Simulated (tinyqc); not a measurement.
CIS on RHF in the sto-3g basis, frozen core, for BeH2, spin multiplicity 1, step by step (part 1 of 2). Computed by tinyqc, a small Python program that keeps every step (integrals from PySCF). Settings: charge = 0, multiplicity = 1, basis = sto-3g, method = RHF, frozen orbitals = 1, energy threshold = 1e-10, iteration cap = 75, orthogonalisation = symmetric, start = core, DIIS depth = 6. Command: `OMP_NUM_THREADS=1 python tinyqc.py 30896 30897 out.jsonl` (the two numbers bound the seeds that draw the settings). One thread of a shared host (Intel(R) Xeon(R) Processor @ 2.60GHz), about 0.05 s of CPU time with the checks. Later iterations appear only in the table of the cycle.

## One-electron integrals

Geometry (angstrom):
```
atom         x          y         z
Be    0.000000   0.000000  0.000000
H     0.000000   1.333000  0.000000
H     0.000000  -1.356000  0.000000
```

Basis sto-3g: exponents (1/bohr^2) and contraction coefficients of normalised primitives:
```
element  l (shell)   exponent  coefficient
Be           s (1)  30.167871     0.154329
Be           s (1)   5.495115     0.535328
Be           s (1)   1.487193     0.444635
Be           s (2)   1.314833    -0.099967
Be           s (2)   0.305539     0.399513
Be           s (2)   0.099371     0.700115
Be           p (3)   1.314833     0.155916
Be           p (3)   0.305539     0.607684
Be           p (3)   0.099371     0.391957
H            s (1)   3.425251     0.154329
H            s (1)   0.623914     0.535328
H            s (1)   0.168855     0.444635
```

Overlap, kinetic and nuclear-attraction integrals over the contracted functions; the nuclear repulsion is the sum of Za Zb / Rab.

nuclear repulsion = 3.34571665 hartree

overlap S, order 1Be 1s, 1Be 2s, 1Be 2px, 1Be 2py, 1Be 2pz, 2H 1s, 3H 1s:
```
[[1.000000, 0.259517, 0.000000, 0.000000, 0.000000, 0.070569, 0.067076],
 [0.259517, 1.000000, 0.000000, 0.000000, 0.000000, 0.462798, 0.453506],
 [0.000000, 0.000000, 1.000000, 0.000000, 0.000000, 0.000000, 0.000000],
 [0.000000, 0.000000, 0.000000, 1.000000, 0.000000, 0.527858, -0.521354],
 [0.000000, 0.000000, 0.000000, 0.000000, 1.000000, 0.000000, 0.000000],
 [0.070569, 0.462798, 0.000000, 0.527858, 0.000000, 1.000000, 0.034439],
 [0.067076, 0.453506, 0.000000, -0.521354, 0.000000, 0.034439, 1.000000]]
```

kinetic energy T (hartree), order 1Be 1s, 1Be 2s, 1Be 2px, 1Be 2py, 1Be 2pz, 2H 1s, 3H 1s:
```
[[6.693975, -0.033012, 0.000000, 0.000000, 0.000000, -0.016451, -0.016176],
 [-0.033012, 0.211111, 0.000000, 0.000000, 0.000000, 0.070206, 0.066654],
 [0.000000, 0.000000, 0.660592, 0.000000, 0.000000, 0.000000, 0.000000],
 [0.000000, 0.000000, 0.000000, 0.660592, 0.000000, 0.196291, -0.188590],
 [0.000000, 0.000000, 0.000000, 0.000000, 0.660592, 0.000000, 0.000000],
 [-0.016451, 0.070206, 0.000000, 0.196291, 0.000000, 0.760032, -0.009302],
 [-0.016176, 0.066654, 0.000000, -0.188590, 0.000000, -0.009302, 0.760032]]
```

nuclear attraction V (hartree), order 1Be 1s, 1Be 2s, 1Be 2px, 1Be 2py, 1Be 2pz, 2H 1s, 3H 1s:
```
[[-15.348323, -2.103545, 0.000000, -0.000612, 0.000000, -0.571640, -0.542728],
 [-2.103545, -3.049887, 0.000000, -0.002772, 0.000000, -1.375234, -1.337704],
 [0.000000, 0.000000, -2.954191, 0.000000, 0.000000, 0.000000, 0.000000],
 [-0.000612, -0.002772, 0.000000, -3.186383, 0.000000, -1.534769, 1.503298],
 [0.000000, 0.000000, 0.000000, 0.000000, -2.954191, 0.000000, 0.000000],
 [-0.571640, -1.375234, 0.000000, -1.534769, 0.000000, -2.998390, -0.119212],
 [-0.542728, -1.337704, 0.000000, 1.503298, 0.000000, -0.119212, -2.972822]]
```

core Hamiltonian H = T + V (hartree), order 1Be 1s, 1Be 2s, 1Be 2px, 1Be 2py, 1Be 2pz, 2H 1s, 3H 1s:
```
[[-8.654348, -2.136557, 0.000000, -0.000612, 0.000000, -0.588090, -0.558904],
 [-2.136557, -2.838776, 0.000000, -0.002772, 0.000000, -1.305027, -1.271050],
 [0.000000, 0.000000, -2.293599, 0.000000, 0.000000, 0.000000, 0.000000],
 [-0.000612, -0.002772, 0.000000, -2.525791, 0.000000, -1.338478, 1.314707],
 [0.000000, 0.000000, 0.000000, 0.000000, -2.293599, 0.000000, 0.000000],
 [-0.588090, -1.305027, 0.000000, -1.338478, 0.000000, -2.238358, -0.128515],
 [-0.558904, -1.271050, 0.000000, 1.314707, 0.000000, -0.128515, -2.212790]]
```

## Two-electron integrals

Functions are numbered as in S; the eight-fold symmetry (ij|kl) = (ji|kl) = (kl|ij) leaves the list below.

Two-electron integrals (ij|kl) in chemists' order, unique and non-zero (hartree):
```
(11|11) 2.298831    (21|11) 0.392036    (21|21) 0.079539    (22|11) 0.570988
(22|21) 0.143041    (22|22) 0.417683    (31|31) 0.014607    (32|31) 0.021888
(32|32) 0.092265    (33|11) 0.569578    (33|21) 0.143083    (33|22) 0.417589
(33|33) 0.449859    (41|41) 0.014607    (42|41) 0.021888    (42|42) 0.092265
(43|43) 0.024249    (44|11) 0.569578    (44|21) 0.143083    (44|22) 0.417589
(44|33) 0.401360    (44|44) 0.449859    (51|51) 0.014607    (52|51) 0.021888
(52|52) 0.092265    (53|53) 0.024249    (54|54) 0.024249    (55|11) 0.569578
(55|21) 0.143083    (55|22) 0.417589    (55|33) 0.401360    (55|44) 0.401360
(55|55) 0.449859    (61|11) 0.105590    (61|21) 0.021401    (61|22) 0.038748
(61|33) 0.038464    (61|41) 0.001926    (61|42) 0.003590    (61|44) 0.039338
(61|55) 0.038464    (61|61) 0.006048    (62|11) 0.228655    (62|21) 0.057972
(62|22) 0.181090    (62|33) 0.174560    (62|41) 0.007630    (62|42) 0.044446
(62|44) 0.193987    (62|55) 0.174560    (62|61) 0.017227    (62|62) 0.111667
(63|31) 0.005661    (63|32) 0.025604    (63|43) 0.007956    (63|63) 0.011081
(64|11) 0.235867    (64|21) 0.060589    (64|22) 0.198647    (64|33) 0.186908
(64|41) 0.012529    (64|42) 0.069633    (64|44) 0.221920    (64|55) 0.186908
(64|61) 0.018936    (64|62) 0.140070    (64|64) 0.182754    (65|51) 0.005661
(65|52) 0.025604    (65|54) 0.007956    (65|65) 0.011081    (66|11) 0.393152
(66|21) 0.101549    (66|22) 0.352926    (66|33) 0.327311    (66|41) 0.016654
(66|42) 0.121510    (66|44) 0.403868    (66|55) 0.327311    (66|61) 0.031180
(66|62) 0.269791    (66|64) 0.361054    (66|66) 0.774606    (71|11) 0.100295
(71|21) 0.020331    (71|22) 0.036826    (71|33) 0.036557    (71|41) -0.001824
(71|42) -0.003409   (71|44) 0.037383    (71|55) 0.036557    (71|61) 0.005233
(71|62) 0.013809    (71|64) 0.013825    (71|66) 0.023767    (71|71) 0.005457
(72|11) 0.221968    (72|21) 0.056305    (72|22) 0.176498    (72|33) 0.170068
(72|41) -0.007406   (72|42) -0.043572   (72|44) 0.189202    (72|55) 0.170068
(72|61) 0.014112    (72|62) 0.059577    (72|64) 0.058814    (72|66) 0.107290
(72|71) 0.015903    (72|72) 0.106953    (73|31) 0.005435    (73|32) 0.024746
(73|43) -0.007751   (73|63) 0.004794    (73|73) 0.010463    (74|11) -0.230738
(74|21) -0.059291   (74|22) -0.195050   (74|33) -0.183510   (74|41) 0.012137
(74|42) 0.068173    (74|44) -0.217929   (74|55) -0.183510   (74|61) -0.014251
(74|62) -0.059430   (74|64) -0.055790   (74|66) -0.104768   (74|71) -0.017591
(74|72) -0.135025   (74|74) 0.177049    (75|51) 0.005435    (75|52) 0.024746
(75|54) -0.007751   (75|65) 0.004794    (75|75) 0.010463    (76|11) 0.021849
(76|21) 0.005399    (76|22) 0.015161    (76|33) 0.014917    (76|41) -0.000005
(76|42) -0.000040   (76|44) 0.015644    (76|55) 0.014917    (76|61) 0.001468
(76|62) 0.006725    (76|64) 0.007491    (76|66) 0.013450    (76|71) 0.001397
(76|72) 0.006601    (76|74) -0.007426   (76|76) 0.000561    (77|11) 0.386819
(77|21) 0.099953    (77|22) 0.349167    (77|33) 0.323797    (77|41) -0.016200
(77|42) -0.120113   (77|44) 0.399626    (77|55) 0.323797    (77|61) 0.024639
(77|62) 0.109089    (77|64) 0.105453    (77|66) 0.196751    (77|71) 0.029133
(77|72) 0.263467    (77|74) -0.354555   (77|76) 0.013450    (77|77) 0.774606
```

## Orthogonalisation

S = U s U^T; symmetric (Loewdin) form X = U s^(-1/2) U^T, so that X^T S X = 1.

eigenvalues of S: [0.240409, 0.346344, 0.938025, 1.000000, 1.000000, 1.723608, 1.751614]

X, order 1Be 1s, 1Be 2s, 1Be 2px, 1Be 2py, 1Be 2pz, 2H 1s, 3H 1s:
```
[[1.028387, -0.153140, 0.000000, 0.000117, 0.000000, 0.017571, 0.018355],
 [-0.153140, 1.258411, 0.000000, 0.008036, 0.000000, -0.321077, -0.306839],
 [0.000000, 0.000000, 1.000000, 0.000000, 0.000000, 0.000000, 0.000000],
 [0.000117, 0.008036, 0.000000, 1.385212, 0.000000, -0.457290, 0.445620],
 [0.000000, 0.000000, 0.000000, 0.000000, 1.000000, 0.000000, 0.000000],
 [0.017571, -0.321077, 0.000000, -0.457290, 0.000000, 1.316030, -0.106631],
 [0.018355, -0.306839, 0.000000, 0.445620, 0.000000, -0.106631, 1.300453]]
```

## Starting guess

The start is the orbitals of the core Hamiltonian; D = 2 C_occ C_occ^T.

D at the start, order 1Be 1s, 1Be 2s, 1Be 2px, 1Be 2py, 1Be 2pz, 2H 1s, 3H 1s:
```
[[2.129586, -0.459091, 0.000000, 0.005517, 0.000000, -0.059390, -0.052439],
 [-0.459091, 1.546553, 0.000000, -0.027335, 0.000000, 0.276926, 0.250760],
 [0.000000, 0.000000, 0.000000, 0.000000, 0.000000, 0.000000, 0.000000],
 [0.005517, -0.027335, 0.000000, 1.981046, 0.000000, 0.016504, -0.001179],
 [0.000000, 0.000000, 0.000000, 0.000000, 0.000000, 0.000000, 0.000000],
 [-0.059390, 0.276926, 0.000000, 0.016504, 0.000000, 0.050079, 0.045188],
 [-0.052439, 0.250760, 0.000000, -0.001179, 0.000000, 0.045188, 0.040907]]
```

## Iteration 1: building the Fock matrix

J_ij = sum D_kl (ij|kl), K_ij = sum D_kl (ik|jl); F = H + J - 0.5 K; E = tr D H + tr D J / 2 - 0.25 tr D K + E_nn.

Coulomb J (hartree), order 1Be 1s, 1Be 2s, 1Be 2px, 1Be 2py, 1Be 2pz, 2H 1s, 3H 1s:
```
[[6.807739, 1.333993, 0.000000, -0.000006, 0.000000, 0.361607, 0.343532],
 [1.333993, 2.778558, 0.000000, 0.001198, 0.000000, 1.207305, 1.173384],
 [0.000000, 0.000000, 2.733685, 0.000000, 0.000000, 0.000000, 0.000000],
 [-0.000006, 0.001198, 0.000000, 2.858167, 0.000000, 1.322462, -1.293688],
 [0.000000, 0.000000, 0.000000, 0.000000, 2.733685, 0.000000, 0.000000],
 [0.361607, 1.207305, 0.000000, 1.322462, 0.000000, 2.340709, 0.104268],
 [0.343532, 1.173384, 0.000000, -1.293688, 0.000000, 0.104268, 2.303705]]
```

exchange K (hartree), order 1Be 1s, 1Be 2s, 1Be 2px, 1Be 2py, 1Be 2pz, 2H 1s, 3H 1s:
```
[[4.687599, 0.826360, 0.000000, -0.000157, 0.000000, 0.239900, 0.228536],
 [0.826360, 1.059742, 0.000000, -0.000589, 0.000000, 0.575395, 0.558255],
 [0.000000, 0.000000, 0.228787, 0.000000, 0.000000, 0.000000, 0.000000],
 [-0.000157, -0.000589, 0.000000, 1.134081, 0.000000, 0.579672, -0.562588],
 [0.000000, 0.000000, 0.000000, 0.000000, 0.228787, 0.000000, 0.000000],
 [0.239900, 0.575395, 0.000000, 0.579672, 0.000000, 0.725228, 0.046095],
 [0.228536, 0.558255, 0.000000, -0.562588, 0.000000, 0.046095, 0.686448]]
```

Fock matrix F (hartree), order 1Be 1s, 1Be 2s, 1Be 2px, 1Be 2py, 1Be 2pz, 2H 1s, 3H 1s:
```
[[-4.190408, -1.215745, 0.000000, -0.000539, 0.000000, -0.346433, -0.329640],
 [-1.215745, -0.590089, 0.000000, -0.001280, 0.000000, -0.385420, -0.376794],
 [0.000000, 0.000000, 0.325692, 0.000000, 0.000000, 0.000000, 0.000000],
 [-0.000539, -0.001280, 0.000000, -0.234664, 0.000000, -0.305852, 0.302313],
 [0.000000, 0.000000, 0.000000, 0.000000, 0.325692, 0.000000, 0.000000],
 [-0.346433, -0.385420, 0.000000, -0.305852, 0.000000, -0.260263, -0.047295],
 [-0.329640, -0.376794, 0.000000, 0.302313, 0.000000, -0.047295, -0.252309]]
```

total energy of this density = -15.10714938 hartree

## Iteration 1: diagonalisation and new density

Diagonalise F' = X^T F X, C = X C', fill 3 alpha and 3 beta electrons from the bottom; D = 2 C_occ C_occ^T. Each column has its largest component positive (the first on a tie).

F' = X^T F X (hartree):
```
[[-4.083567, -0.658390, 0.000000, 0.000455, 0.000000, -0.063573, -0.056486],
 [-0.658390, -0.086623, 0.000000, 0.007536, 0.000000, -0.318605, -0.305747],
 [0.000000, 0.000000, 0.325692, 0.000000, 0.000000, 0.000000, 0.000000],
 [0.000455, 0.007536, 0.000000, 0.225241, 0.000000, -0.444886, 0.434571],
 [0.000000, 0.000000, 0.000000, 0.000000, 0.325692, 0.000000, 0.000000],
 [-0.063573, -0.318605, 0.000000, -0.444886, 0.000000, 0.144539, -0.123505],
 [-0.056486, -0.305747, 0.000000, 0.434571, 0.000000, -0.123505, 0.134480]]
```

orbital energies (hartree): [-4.194907, -0.401901, -0.377943, 0.325692, 0.325692, 0.442064, 0.866757]

coefficients C, order 1Be 1s, 1Be 2s, 1Be 2px, 1Be 2py, 1Be 2pz, 2H 1s, 3H 1s:
```
[[0.990221, -0.232594, 0.012880, 0.000000, 0.000000, -0.216420, -0.005899],
 [0.036465, 0.581302, -0.037088, 0.000000, 0.000000, 1.208663, 0.053596],
 [0.000000, 0.000000, 0.000000, 0.772046, 0.635566, 0.000000, 0.000000],
 [0.000062, 0.030671, 0.548856, 0.000000, 0.000000, -0.035073, 1.422376],
 [0.000000, 0.000000, 0.000000, -0.635566, 0.772046, 0.000000, 0.000000],
 [-0.001718, 0.400462, 0.349948, 0.000000, 0.000000, -0.796585, -1.066974],
 [-0.001917, 0.355835, -0.393859, 0.000000, 0.000000, -0.848038, 0.997344]]
```

D after iteration 1, order 1Be 1s, 1Be 2s, 1Be 2px, 1Be 2py, 1Be 2pz, 2H 1s, 3H 1s:
```
[[2.069608, -0.199153, 0.000000, -0.000007, 0.000000, -0.180678, -0.179472],
 [-0.199153, 0.681236, 0.000000, -0.005049, 0.000000, 0.439496, 0.442771],
 [0.000000, 0.000000, 0.000000, 0.000000, 0.000000, 0.000000, 0.000000],
 [-0.000007, -0.005049, 0.000000, 0.604368, 0.000000, 0.408707, -0.410516],
 [0.000000, 0.000000, 0.000000, 0.000000, 0.000000, 0.000000, 0.000000],
 [-0.180678, 0.439496, 0.000000, 0.408707, 0.000000, 0.565673, 0.009344],
 [-0.179472, 0.442771, 0.000000, -0.410516, 0.000000, 0.009344, 0.563495]]
```

Within a degenerate level the vectors are fixed only up to a rotation; this is one choice.

## Iteration 7 (converged): orbitals

converged F (hartree), order 1Be 1s, 1Be 2s, 1Be 2px, 1Be 2py, 1Be 2pz, 2H 1s, 3H 1s:
```
[[-4.516815, -1.287976, 0.000000, -0.000135, 0.000000, -0.360303, -0.342694],
 [-1.287976, -0.631278, 0.000000, -0.003530, 0.000000, -0.419484, -0.410489],
 [0.000000, 0.000000, 0.212137, 0.000000, 0.000000, 0.000000, 0.000000],
 [-0.000135, -0.003530, 0.000000, -0.234311, 0.000000, -0.335415, 0.332107],
 [0.000000, 0.000000, 0.000000, 0.000000, 0.212137, 0.000000, 0.000000],
 [-0.360303, -0.419484, 0.000000, -0.335415, 0.000000, -0.316081, -0.048080],
 [-0.342694, -0.410489, 0.000000, 0.332107, 0.000000, -0.048080, -0.305972]]
```

As before.

F' = X^T F X (hartree):
```
[[-4.407640, -0.689603, 0.000000, 0.001419, 0.000000, -0.059663, -0.051843],
 [-0.689603, -0.091711, 0.000000, 0.003843, 0.000000, -0.339274, -0.329544],
 [0.000000, 0.000000, 0.212137, 0.000000, 0.000000, 0.000000, 0.000000],
 [0.001419, 0.003843, 0.000000, 0.278102, 0.000000, -0.479401, 0.472014],
 [0.000000, 0.000000, 0.000000, 0.000000, 0.212137, 0.000000, 0.000000],
 [-0.059663, -0.339274, 0.000000, -0.479401, 0.000000, 0.107725, -0.125936],
 [-0.051843, -0.329544, 0.000000, 0.472014, 0.000000, -0.125936, 0.102260]]
```

orbital energies (hartree): [-4.520259, -0.455328, -0.418497, 0.212137, 0.212137, 0.454966, 0.927854]

coefficients C, order 1Be 1s, 1Be 2s, 1Be 2px, 1Be 2py, 1Be 2pz, 2H 1s, 3H 1s:
```
[[0.991756, -0.223004, 0.013114, 0.000000, 0.000000, -0.219516, -0.002667],
 [0.031773, 0.558589, -0.037221, 0.000000, 0.000000, 1.220103, 0.035893],
 [0.000000, 0.000000, 0.000000, 0.889965, -0.456028, 0.000000, 0.000000],
 [-0.000018, 0.031266, 0.501916, 0.000000, 0.000000, -0.015694, 1.439939],
 [0.000000, 0.000000, 0.000000, 0.456028, 0.889965, 0.000000, 0.000000],
 [-0.002808, 0.418813, 0.379833, 0.000000, 0.000000, -0.805279, -1.042908],
 [-0.003004, 0.367885, -0.430839, 0.000000, 0.000000, -0.825633, 0.996479]]
```

D after iteration 7, order 1Be 1s, 1Be 2s, 1Be 2px, 1Be 2py, 1Be 2pz, 2H 1s, 3H 1s:
```
[[2.066964, -0.187089, 0.000000, -0.000817, 0.000000, -0.182401, -0.181337],
 [-0.187089, 0.628833, 0.000000, -0.002435, 0.000000, 0.439434, 0.442875],
 [0.000000, 0.000000, 0.000000, 0.000000, 0.000000, 0.000000, 0.000000],
 [-0.000817, -0.002435, 0.000000, 0.505795, 0.000000, 0.407479, -0.409486],
 [0.000000, 0.000000, 0.000000, 0.000000, 0.000000, 0.000000, 0.000000],
 [-0.182401, 0.439434, 0.000000, 0.407479, 0.000000, 0.639370, -0.019127],
 [-0.181337, 0.442875, 0.000000, -0.409486, 0.000000, -0.019127, 0.641942]]
```

Within a degenerate level the vectors are fixed only up to a rotation; this is one choice.

## Convergence

Stop when the energy changes by less than 1e-10 hartree and every element of the error matrix X^T (F D S - S D F) X is below 3e-06.

Course of the cycle:
```
iteration   E (hartree)     change  largest element of the error matrix
1          -15.10714938          -                             5.58e-01
2          -15.55573249  -4.49e-01                             5.65e-02
3          -15.55894862  -3.22e-03                             1.41e-03
4          -15.55895374  -5.12e-06                             2.59e-04
5          -15.55895390  -1.58e-07                             1.16e-05
6          -15.55895390  -1.44e-10                             1.45e-07
7          -15.55895390  -2.49e-14                             3.57e-09
```

PySCF RHF in the same basis = -15.55895390 hartree

Converged in 7 iterations.

## Populations, bond orders and dipole

Mulliken: Z minus the diagonal of D S on the atom; Loewdin: the same with S^(1/2) D S^(1/2); Mayer order: 2 sum_s sum (D(s) S)_ij (D(s) S)_ji over the two atoms.

Charges (e):
```
atom   Mulliken    Loewdin
1Be    0.087754   0.070775
2H    -0.044300  -0.035516
3H    -0.043454  -0.035259
```

Mayer bond orders:
```
pair     order
2-1   0.997565
3-1   0.997639
3-2   0.000473
```

dipole moment about the origin, x y z (debye): [0.000000, 0.003690, 0.000000]

## Integrals over molecular orbitals

(pq|rs) = sum C_ip C_jq C_kr C_ls (ij|kl), one index at a time.

one-electron integrals over orbitals h = C^T H C (hartree):
```
[[-8.642714, 0.223552, -0.013413, 0.000000, 0.000000, 0.194936, 0.001731],
 [0.223552, -2.454363, -0.004782, 0.000000, 0.000000, -0.176883, -0.016519],
 [-0.013413, -0.004782, -2.413509, 0.000000, 0.000000, 0.020357, -0.282663],
 [0.000000, 0.000000, 0.000000, -2.293599, 0.000000, 0.000000, 0.000000],
 [0.000000, 0.000000, 0.000000, 0.000000, -2.293599, 0.000000, 0.000000],
 [0.194936, -0.176883, 0.020357, 0.000000, 0.000000, -1.914844, 0.002263],
 [0.001731, -0.016519, -0.282663, 0.000000, 0.000000, 0.002263, -1.805920]]
```

Two-electron integrals over orbitals (pq|rs), unique and non-zero (hartree); the lowest 1 orbital is frozen and left out:
```
(22|22) 0.399886    (32|22) 0.022197    (32|32) 0.161541    (33|22) 0.407647
(33|32) -0.018479   (33|33) 0.435710    (42|42) 0.049154    (43|42) -0.002050
(43|43) 0.014640    (44|22) 0.368260    (44|32) 0.000122    (44|33) 0.355213
(44|44) 0.449859    (52|52) 0.049154    (53|52) -0.002050   (53|53) 0.014640
(54|54) 0.024249    (55|22) 0.368260    (55|32) 0.000122    (55|33) 0.355213
(55|44) 0.401360    (55|55) 0.449859    (62|22) -0.024712   (62|32) -0.006644
(62|33) -0.046260   (62|44) 0.053090    (62|55) 0.053090    (62|62) 0.077746
(63|22) -0.010940   (63|32) -0.093443   (63|33) 0.014629    (63|44) -0.005194
(63|55) -0.005194   (63|62) -0.001999   (63|63) 0.083867    (64|42) 0.047264
(64|43) -0.003196   (64|64) 0.050831    (65|52) 0.047264    (65|53) -0.003196
(65|65) 0.050831    (66|22) 0.395200    (66|32) -0.003252   (66|33) 0.407168
(66|44) 0.366518    (66|55) 0.366518    (66|62) -0.034102   (66|63) 0.005073
(66|66) 0.410773    (72|22) -0.006936   (72|32) -0.043704   (72|33) 0.002768
(72|44) 0.003941    (72|55) 0.003941    (72|62) 0.008697    (72|63) 0.060680
(72|66) -0.001018   (72|72) 0.056960    (73|22) -0.005196   (73|32) -0.000093
(73|33) -0.020621   (73|44) 0.059881    (73|55) 0.059881    (73|62) 0.072788
(73|63) -0.008604   (73|66) -0.025800   (73|72) 0.003484    (73|73) 0.082380
(74|42) 0.001758    (74|43) 0.013657    (74|64) 0.000640    (74|74) 0.016590
(75|52) 0.001758    (75|53) 0.013657    (75|65) 0.000640    (75|75) 0.016590
(76|22) 0.018063    (76|32) 0.141436    (76|33) -0.018203   (76|44) 0.000226
(76|55) 0.000226    (76|62) -0.005179   (76|63) -0.094870   (76|66) -0.004389
(76|72) -0.055169   (76|73) 0.001220    (76|76) 0.140335    (77|22) 0.427131
(77|32) 0.006086    (77|33) 0.444367    (77|44) 0.390346    (77|55) 0.390346
(77|62) -0.035511   (77|63) -0.001497   (77|66) 0.434277    (77|72) -0.004137
(77|73) -0.009794   (77|76) 0.003920    (77|77) 0.486867
```
